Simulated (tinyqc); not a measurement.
# Worked calculation: small-signal admittance of a forward-biased p+-n diode

tinyqc, about 0.01 s, one thread, Intel Xeon 2.30GHz (shared host): `OMP_NUM_THREADS=1 python tinyqc.py 2890229 2890230 out.jsonl` Printed values are rounded.

Holes injected into a neutral base of width wb with an ohmic contact at its end; low injection, p0 far above the equilibrium density. A small voltage v exp(i w t), w = 2 pi f, modulates the edge density by p0 v/Vt, and the small-signal density obeys Dp d2p/dx2 = (1/tau + i w) p.

Values chosen for this exercise; permittivity close to that of gallium arsenide: temperature T = 350 K; relative permittivity eps_r = 12.9; donor density of the base Nd = 6.2e16 cm^-3; hole diffusion coefficient Dp = 10 cm^2/s; hole lifetime tau = 3e-7 s; width of the neutral base wb = 28 um; excess hole density at the junction edge p0 = 3.3e13 cm^-3; acceptor density of the p+ side Na = 1e19 cm^-3; signal frequency f = 3.7e5 Hz.

Constants: q = 1.602176634e-19 C, kB = 1.380649e-23 J/K, Vt = kB T/q, eps0 = 8.8541878128e-14 F/cm where lengths are in cm. Results are converted to the units shown.

## Closed-form admittance

L = sqrt(Dp tau); direct current J = (q Dp p0/L) coth(wb/L); k = sqrt(1 + i w tau)/L; diffusion admittance Y = (q Dp p0/Vt) k coth(k wb) = G + i w C_diff; junction capacitance C_j = sqrt(q eps0 eps_r Nd/(2 Vr)) in the depletion approximation, with the remaining barrier Vr = Vt ln(Na/p0), a rough value under forward bias; base-width modulation is left out.

L = 17.3205 um
J = 0.0330318 A/cm^2
k wb = 1.70286+0.53517i
Y = 1.11885+0.28125i S/cm^2
C_diff = 0.120981 uF/cm^2
C_j = 0.122075 uF/cm^2

G is 1.02 times its low-frequency value J/Vt, and C_diff is 0.991 times C_j.

## The same by finite differences

9 equal intervals, h = wb/9; u = small-signal density over its edge value, u_0 = 1, u_9 = 0; u_(i-1) + b u_i + u_(i+1) = 0 with b = -2 - h^2 (1/tau + i w)/Dp; Y = (q Dp p0/(Vt h)) (-b/2 - u_1), which includes the half box at the edge.

b = -2.03226-0.02250i

| node | u |
|---|---|
| 1 | 0.816827-0.039429i |
| 2 | 0.660895-0.061750i |
| 3 | 0.527674-0.071192i |
| 4 | 0.413081-0.071058i |
| 5 | 0.313414-0.063921i |
| 6 | 0.225296-0.051795i |
| 7 | 0.145613-0.036269i |
| 8 | 0.071444-0.018638i |

Y on the mesh = 1.12302+0.28556i S/cm^2

Against the closed form the real part is 0.37 % above it and the imaginary part 1.5 % above it; |k h| = 0.20.
